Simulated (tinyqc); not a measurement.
Capacitance measurement on a leaky thin oxide: effects of series resistance and leakage: one step of the calculation.

The device is a capacitance C in parallel with a leakage conductance G, in series with Rs and Ls. An impedance meter reports either a parallel pair (Cp, Gp) from Y = 1/Z = Gp + i w Cp or a series pair (Cs, Rm) from Z = Rm + 1/(i w Cs); w = 2 pi f, dissipation D = Gp/(w |Cp|).

Problem. True capacitance and conductance. EOT = 3.9 tox/eox; CET = EOT + zc + zp; C = 3.9 eps0 A/CET; G = Jg A/Vs.

Inputs (values chosen for the exercise); values of the order met in thin-oxide MOS capacitors:
```
symbol    value    unit                                                                 meaning
eox         3.9          relative permittivity of the gate insulator (close to silicon dioxide)
tox         1.8      nm                                                     insulator thickness
A         10000    um^2                                                               gate area
zc         0.26      nm              oxide-equivalent thickness added by the accumulation layer
zp            0      nm                      oxide-equivalent thickness added by gate depletion
Jg      0.00067  A/cm^2              gate leakage current density, not matched to the thickness
Vs         0.24       V                               voltage for an e-fold rise of the leakage
```

Constants: eps0 = 8.8541878128e-14 F/cm where lengths are in cm. Results are converted to the units shown.

Find: EOT; CET; C; G.

Solution.

EOT = 1.800 nm
CET = 2.060 nm
C = 167.6 pF
G = 0.2792 uS

Numbers from tinyqc (`OMP_NUM_THREADS=1 python tinyqc.py 2022070 2022071 out.jsonl`; about 0.01 s on one thread of a shared Intel Xeon 2.30GHz).
